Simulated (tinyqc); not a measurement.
Inside a calculation. Model: charge pumping in an n-channel transistor.

Computed by the program tinyqc: `OMP_NUM_THREADS=1 python tinyqc.py 2030086 2030087 out.jsonl`, one thread of a shared Intel Xeon 2.30GHz, about 0.01 s for the whole run. Printed values are rounded.

The gate is pulsed from accumulation to inversion and back. Energies E are counted from the intrinsic level; Dit(E) = D0 [1 + b (2 E/Eg)^2]. During each edge the traps near the bands emit their carriers, and those between Eh and Ee recombine once a cycle.

Inputs (values chosen for the exercise); band and dielectric values those of a made-up semiconductor: temperature T = 350 K; band gap Eg = 1.18 eV; conduction-band density of states at 350 K Nc = 4.03e19 cm^-3; valence-band density of states at 350 K Nv = 3.5e19 cm^-3; gate area A = 0.74 um^2; trap density at midgap D0 = 9.2e11 cm^-2 eV^-1; rise of the trap density towards the band edges b = 2; cross-section for electrons sn = 1.1e-16 cm^2; cross-section for holes sp = 2.1e-16 cm^2; thermal velocity at 350 K, one nominal value for electrons and holes vth = 1.9e7 cm/s; Vth - Vfb dV = 0.73 V; pulse height Va = 1.7 V; frequency f = 52000 Hz; rise time tr = 1100 ns; fall time tf = 620 ns.

Constants: q = 1.602176634e-19 C, kB = 1.380649e-23 J/K, Vt = kB T/q. Results are converted to the units shown.

Range of the model: The Fermi levels of inversion and accumulation are taken to lie beyond Ee and Eh, the flat tops to fill all traps, and no geometric current is added.

## Emission levels

ni = sqrt(Nc Nv) exp(-Eg/(2 Vt)), Eg in volts; emission times te = (dV/Va) tf and th = (dV/Va) tr; Ee = -Vt ln(vth sn ni te), Eh = +Vt ln(vth sp ni th).

ni = 1.19967e11 cm^-3
te = 266.235 ns
th = 472.353 ns
Ee = 0.289980 eV
Eh = -0.253185 eV

The window covers 46.0 % of the gap.

## Pumped charge and current

Nit = integral of Dit from Eh to Ee = D0 [Ee - Eh + 4 b (Ee^3 - Eh^3)/(3 Eg^2)], Qcp = q A Nit, Icp = f Qcp.

Nit = 5.71271e11 cm^-2
mean Dit = 1.05174e12 cm^-2 eV^-1
traps pumped a cycle = 4227.40
Icp = 35.2198 pA
